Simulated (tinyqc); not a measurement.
From one set of inputs to another, one input at a time: thermal displacements in the Debye model: Debye-Waller factors, bond-length spread and the Lindemann rule. Computed by tinyqc, a small Python program. Command: `OMP_NUM_THREADS=1 python tinyqc.py 3003475 3003476 out.jsonl debyewaller ladder`. One thread of a shared host (Intel(R) Xeon(R) Processor @ 2.30GHz), about 0.01 s of CPU time with the checks.

A Debye spectrum with three branches of one velocity, cut at k_B Theta; 2 atoms per cube, nearest neighbours at d = 0.866025 a.

The inputs printed are set A. Set A is modelled on molybdenum; the values taken over come from a set modelled on tungsten. Inputs not listed in the table keep their values of set A, so the rows need not describe a real material.

Inputs (values chosen for the exercise, modelled on molybdenum): atomic mass M = 95.95 u; Debye temperature Theta = 411 K; lattice constant a = 3.147 angstrom; temperature T = 150 K; Lindemann ratio x_L = 0.11; gamma-ray energy E = 14.4 keV; photoelectron wave number k = 9.3 1/angstrom.

Structure: bcc.

Constants: hbar^2/u = 4.18015928e-03 eV angstrom^2; k_B = 8.617333262e-05 eV/K; e = 1.602176634e-19 C; u = 1.6605390666e-27 kg; c = 299792458 m/s; hbar = 6.582119569e-16 eV s.

Method:
- <u_x^2> = (3 hbar^2/(2 M k_B Theta)) int_0^1 s coth(s Theta/(2T)) ds (64 Gauss-Legendre points); it tends to 3 hbar^2/(4 M k_B Theta) at T = 0 and to 3 hbar^2 T/(M k_B Theta^2) at high T.
- B = 8 pi^2 <u_x^2>.
- A nucleus of this mass is supposed to emit a gamma ray of the energy chosen: recoil energy E_R = E^2/(2 M c^2), wave number k_g = E/(hbar c), recoil-free fraction f = exp(-k_g^2 <u_x^2>).
- Correlated Debye model: sigma^2 = (3 hbar^2/(M k_B Theta)) int_0^1 s coth(s Theta/(2T)) [1 - sin(s q_D R)/(s q_D R)] ds for two atoms at distance R, q_D = (6 pi^2 n)^(1/3), n atoms per volume; uncorrelated motion would give 2 <u_x^2>.
- An EXAFS amplitude is damped by exp(-2 k^2 sigma^2).
- Melting is placed where sqrt(3 <u_x^2>) = x_L d; the classical form gives T_m = M k_B Theta^2 (x_L d)^2/(9 hbar^2).

Each row keeps all changes above it:
```
input moved                                from      to  recoil-free fraction f  sigma^2 of the nearest bond (angstrom^2)  Lindemann T_m (K)
set A                                         -       -                 0.91789                                 0.0021123             3335.2
Debye temperature Theta (K)                 411     312                 0.87039                                 0.0033136             1921.4
lattice constant a (angstrom)             3.147   3.165                 0.87039                                 0.0033136             1943.5
photoelectron wave number k (1/angstrom)    9.3     7.2                 0.87039                                 0.0033136             1943.5
atomic mass M (u)                         95.95  183.84                 0.93011                                 0.0017295             3725.6
Lindemann ratio x_L                        0.11     0.1                 0.93011                                 0.0017295             3078.7
gamma-ray energy E (keV)                   14.4    77.3                 0.12397                                 0.0017295             3078.7
```

Recoil-free fraction f goes from 0.918 to 0.124, a factor 0.135 in all. The largest single move comes from gamma-ray energy E (a factor 0.133). sigma^2 of the nearest bond goes from 0.00211 to 0.00173, a factor 0.819 in all. The largest single move comes from atomic mass M (a factor 0.522), and Debye temperature Theta works against it (a factor 1.57). Lindemann T_m goes from 3340 to 3080, a factor 0.923 in all. The largest single move comes from atomic mass M (a factor 1.92), but it runs against the net change; the largest move in the direction of the net change is Debye temperature Theta (a factor 0.576). The single moves hold for this order of the switches; the total does not depend on the order.

Extremes, crossings and ranges named in words are read from the listed rows.
